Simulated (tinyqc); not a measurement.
# Capacitances from a Coulomb diamond

Problem. A single-electron transistor has the bias V on its left lead and the right lead at 0 V. Its diamonds repeat every q/Cg in gate voltage, close at |V| = q/Cs with Cs = CL + CR + Cg, and have edges of slope dV/dVg = -Cg/CL and Cg/(Cs - CL). Find Cg, Cs, CL and CR.

Constants: q = 1.602176634e-19 C. Results are converted to the units shown.

gate period = 106.81178 mV
bias at the tip of the diamond = 41.081452 mV
slope dV/dVg of the rising edge = 0.55555556

Answer. The period gives Cg, the tip Cs, and the rising edge Cs - CL = CR + Cg.

Cg = 1.50 aF
Cs = 3.90 aF
CL = 1.20 aF
CR = 1.20 aF

Computed by the program tinyqc: `OMP_NUM_THREADS=1 python tinyqc.py 2780037 2780038 out.jsonl`, one thread of a shared Intel Xeon 2.30GHz, about 0.01 s for the whole run.
